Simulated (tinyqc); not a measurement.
Inside a calculation. Method: Jacobi rotations on a symmetric matrix. One step of it, computed by the program tinyqc.

Problem. Jacobi rotation 2. Take the largest off-diagonal element A_pq; tan 2 theta = 2 A_pq / (A_qq - A_pp) with |theta| <= pi/4; A' = J^T A J with J_pp = J_qq = cos, J_pq = sin, J_qp = -sin.

A':
```
[[-1.612673, 0.577635, 0.811346, 0.000000, -0.607497, -0.092543],
 [0.577635, 0.703000, -0.501000, -0.741122, -0.096000, 0.742000],
 [0.811346, -0.501000, 1.193000, -0.140638, 0.782000, 0.307000],
 [0.000000, -0.741122, -0.140638, 4.020673, 0.756396, 0.377864],
 [-0.607497, -0.096000, 0.782000, 0.756396, 2.343000, 0.352000],
 [-0.092543, 0.742000, 0.307000, 0.377864, 0.352000, 3.069000]]
```

Give: p, q, theta; A'.

Solution.

p, q, theta (rad): [1.0000, 3.0000, 0.2622]

A':
```
[[-1.8304, 0.6877, 0.0000, 0.0365, -0.7894, -0.1689],
 [0.6877, 0.7030, -0.3342, -0.7411, -0.0960, 0.7420],
 [0.0000, -0.3342, 1.4107, -0.1358, 0.5978, 0.2725],
 [0.0365, -0.7411, -0.1358, 4.0207, 0.7564, 0.3779],
 [-0.7894, -0.0960, 0.5978, 0.7564, 2.3430, 0.3520],
 [-0.1689, 0.7420, 0.2725, 0.3779, 0.3520, 3.0690]]
```
